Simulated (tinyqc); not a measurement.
Worked calculation: quantum-confined Stark effect in a modulator well. Values are carried at full precision from step to step, so a last printed digit may differ when a step is redone from the rounded ones.

Constants: hbar^2/2m0 = 3.80998211 eV angstrom^2; e^2/(4 pi eps0) = 14.39964547 eV angstrom; hc = 1239.841984 eV nm.

Parameters, chosen for this exercise (near those of an InGaAs well in InAlAs; shifted at random, so the results belong to these values and not to a real crystal): L = 92 angstrom (well width); me = 0.0421 m0 (electron, well); mh = 0.373 m0 (heavy hole along z, well); F = 88 kV/cm (field); Vc = 0.529 eV (conduction offset); Vv = 0.186 eV (heavy-hole offset); meb = 0.0714 m0 (electron, barrier); mhb = 0.44 m0 (heavy hole, barrier); Eg = 0.747 eV (gap of the well); mp = 0.109 m0 (heavy hole in the plane); eps = 13.5 (dielectric constant); dE = 15 meV (operating point below the zero-field line); G = 8 meV (half width of the exciton line).

## Estimate for hard walls

Second order: each level moves by -C m (e F)^2 L^4/(2c), C = (15/pi^2 - 1)/(24 pi^2), c = hbar^2/2m0, 1 kV/cm = 1e-5 eV/angstrom. It holds while e F L is no more than about twice 3 c pi^2/(m L^2).

Estimate:
```
carrier     shift (meV)  e F L over the level spacing
electron          -0.67                          0.26
heavy hole        -5.96                          2.27
```

The hole, 8.9 times heavier, carries 90 % of the estimated shift; for hard walls second order errs by about 2 % at a ratio of 1 and 13 % at 3.

## Levels and envelopes

Envelopes on cells of 0.5 angstrom over the well |z| < L/2 and 45 angstrom of barrier on each side, psi = 0 beyond, psi'/m continuous (mean mass between points), c = hbar^2/2m0. The electron sees + e F z and the hole - e F z, each with its offset in the barriers; 1 kV/cm = 1e-5 eV/angstrom. Light holes, band mixing and escape by tunnelling are left out.

Ground levels, squared overlap and separation <z>_h - <z>_e without and with the field.

Results:
```
F (kV/cm)  E_e (meV)  E_h (meV)  overlap^2  separation (angstrom)
0              56.38       8.61      0.984                    0.0
88             54.05      -1.17      0.653                   24.7
```

The electron level moves by -2.33 meV (3.5 times the hard-wall estimate, since it leaks into the barriers and sees a wider well) and the hole level by -9.78 meV (1.64 times).

## Exciton

Exciton: in-plane function exp(-rho/lam), 1/mu = 1/me + 1/mp, E(lam) = c/(mu lam^2) - (q/eps) times the integral over k of Fm(k)(1 + (k lam/2)^2)^(-3/2), Fm(k) the double integral of psi_e^2 psi_h^2 exp(-k |z - z'|), q = e^2/(4 pi eps0); binding Eb = -E at the minimum. Line at Eg + E_e + E_h - Eb, strength proportional to overlap^2/lam^2.

Minimise over lam without and with the field.

Results:
```
F (kV/cm)  lam (angstrom)  Eb (meV)  line (eV)      nm  overlap^2/lam^2 (1e-4/angstrom^2)
0                   172.4      5.87     0.8061  1538.0                             0.3312
88                  183.2      5.46     0.7944  1560.7                             0.1947
```

The weaker binding gives back 0.42 meV of the red shift, leaving 11.7 meV; the strength falls to 59 %.

## Contrast at the operating point

With a Gaussian line of half width G, the absorption at E_op = line(0) - dE is proportional to strength x exp(-ln2 ((E_op - line)/G)^2); continuum absorption is left out. Give it at both fields, relative to the zero-field peak.

E_op = 0.7911 eV
wavelength = 1567.2 nm

absorption without and with the field: 0.087  0.52

The field changes the absorption by +0.43 of the zero-field peak. The zero-field tail still absorbs here, since dE is no more than 2G, which costs insertion loss.

## Checks

- Zero-field levels against the matching condition of the square well, meV: largest difference 2.3e-03.
- Slope d(E_e + E_h)/dF against minus the separation (Hellmann-Feynman), angstrom: both -24.7.

Run: tinyqc, `OMP_NUM_THREADS=1 python tinyqc.py 1250530 1250531 out.jsonl`; Intel(R) Xeon(R) Processor @ 2.30GHz, one thread, shared host; about 0.2 s of CPU time with all checks.
